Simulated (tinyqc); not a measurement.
Susceptibility above T_c: two-sublattice mean-field magnet: ferrimagnet, compensation points and susceptibility. Computed by tinyqc, a small Python program. Command: `OMP_NUM_THREADS=1 python tinyqc.py 3011954 3011955 out.jsonl ferri walk`. One thread of a shared host (Intel(R) Xeon(R) Processor @ 2.30GHz), about 0.01 s of CPU time with the checks.

A random alloy A(1-x)B(x) with H = -sum over pairs J S_i.S_j. a = <S_A> and b = <S_B> are taken along z, a > 0. Exchange fields: h_A = (1 - x) zJ_AA a + x zJ_AB b, h_B = (1 - x) zJ_AB a + x zJ_BB b; a = S_A B_(S_A)(S_A h_A/(k_B T)) and likewise for b, with the Brillouin function B_S(y) = [(2S + 1)/(2S)] coth[(2S + 1) y/(2S)] - [1/(2S)] coth[y/(2S)].

Inputs (values chosen for the exercise, for a model ferrimagnet): spin S_A = 1.5; spin S_B = 1.5; g factor g_A = 2.1; g factor g_B = 2; fraction x of B sites = 0.18; z J_AA = 14 meV; z J_BB = 0.46 meV; z J_AB = -3.1 meV; T over T_c = 0.78.

Constants: k_B = 8.617333262e-05 eV/K.

Method. Linearised, T (a, b) = M (a, b) with M_ij = S_i (S_i + 1) c_j zJ_ij/(3 k_B), c_A = 1 - x, c_B = x. T_c is the larger eigenvalue, and its eigenvector gives b/a at onset, (T_c - M_AA)/M_AB. With a field B, T (a, b) = M (a, b) + (mu_B B/(3 k_B)) (g_A S_A (S_A + 1), g_B S_B (S_B + 1)). chi = m/B per site; C = mu_B [(1 - x) g_A^2 S_A (S_A + 1) + x g_B^2 S_B (S_B + 1)]/(3 k_B); the table gives C/chi, which tends to T - theta.

T_c = 168.311 K

M (K), rows A, B:
$$\begin{pmatrix}
166.525 & -8.094 \\
-36.873 & 1.201
\end{pmatrix}$$

Inverse susceptibility:
```
T (K)    C/chi (K)  T - C/chi (K)
171.7   4.4548e+00         167.22
185.1   2.1764e+01         163.38
210.4   5.2566e+01         157.82
252.5   1.0095e+02         151.52
336.6   1.9232e+02         144.30
504.9   3.6720e+02         137.73
841.6   7.0867e+02         132.89
1683.1  1.5536e+03         129.47
```

What does the comparison show, and why?

T - C/chi sinks from 167 K just above T_c to 129 K at 10 T_c, on its way to the asymptotic theta. The curve of 1/chi is a hyperbola that bends down to zero at T_c = 168 K, so a Curie-Weiss line fitted at high T misses T_c.
